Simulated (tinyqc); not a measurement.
Inside a calculation: two-band k.p model of the X valleys of a zinc-blende crystal. Values are carried at full precision from step to step, so a last printed digit may differ when a step is redone from the rounded ones.

With x = D/D0: for x < 1 the minima lie at k_m = sqrt(ml D0 (1 - x^2)/(4 c)), the hump at X has the height dE = (D0/4)(1 - x)^2 and the mass at the minimum is ml/(1 - x^2); the mass at X is ml/(1 - 1/x), negative for x < 1. For x > 1 the minimum is at X.

Constants: hbar^2/2m0 = 3.80998211 eV angstrom^2; kB = 8.617333262e-05 eV/K.

Inputs chosen for the exercise (of the order of those of cubic SiC; not measured data):
```
symbol  value  unit        meaning
D       3.045  eV          splitting of the two conduction levels at X
D0      1.094  eV          coupling energy
ml      0.432  m0          mass along the axis from remote bands
k       0.138  1/angstrom  wave vector from X
kmax    0.12   1/angstrom  end of the path
mt      0.245  m0          transverse mass
T       300    K           temperature
```

## Shape of the lower band

Give x, k_m, dE and both masses.

x = 2.7834
k_m = 0.00000 1/angstrom
dE = 0.000 meV
mass at the minimum = 0.674 m0
mass at X = 0.674 m0

The splitting wins, so the minimum stays at X, with a mass raised by a factor of 1.56 through the repulsion from the upper band.

## The matrix at one k

k along the valley axis, counted from X, c = hbar^2/2m0, e = c k^2/ml. H = [[e - D/2, i P k], [-i P k, e + D/2]] with P^2 = D0 c/ml, so E = e -/+ sqrt(D^2/4 + D0 e). For D = 0 (diamond lattice) the bands cross at X.

Give P, the matrix, its levels and the weight of the lower X state in the lower band.

P = 3.1062 eV angstrom

H (eV):
```
          1        2
1   -1.3545  0.4287i
2  -0.4287i   1.6905
```

levels (eV): -1.4137  1.7496

weight = 0.9813

## Dispersion along the axis

Nine points; energies of the lower band from its minimum, against a parabola about the minimum with the mass there.

Results:
```
k (1/angstrom)  lower band (meV)  parabola (meV)  gap to the upper band (eV)
0.0000                      0.00            0.00                      3.0450
0.0150                      1.27            1.27                      3.0464
0.0300                      5.09            5.09                      3.0507
0.0450                     11.46           11.44                      3.0578
0.0600                     20.39           20.34                      3.0677
0.0750                     31.89           31.79                      3.0804
0.0900                     45.98           45.77                      3.0959
0.1050                     62.69           62.30                      3.1141
0.1200                     82.04           81.37                      3.1349
```

At kmax the band lies at 82.0 meV and the parabola at 81.4 meV: far from X the curvature returns to 1/ml, so the band is steeper than the parabola of the minimum.

## Thermal masses

Thermal masses along the axis for one X point, lower band, E from the minimum, on 1601 points from -0.8 to 0.8 1/angstrom: density-of-states mass m_d = c I^2/(pi kT), I = integral of exp(-E/kT) dk; conductivity mass m_c = 2 c kT/<(dE/dk)^2> with central differences.

Give m_d, m_c and Nc = 3 x 2 (kT/(4 pi c))^(3/2) mt sqrt(m_d) for three X points; 1 angstrom^-3 = 1e24 cm^-3.

m_d = 0.672 m0
m_c = 0.669 m0
Nc = 1.512e+19 cm^-3

The edge mass is 0.674, and at this temperature the thermal masses hardly differ from it.

## Checks

- Thermal masses without coupling against ml: both 0.4320.

(tinyqc, `OMP_NUM_THREADS=1 python tinyqc.py 1851183 1851184 out.jsonl`, Intel(R) Xeon(R) Processor @ 2.30GHz, 1 thread, shared host, about 0.01 s.)
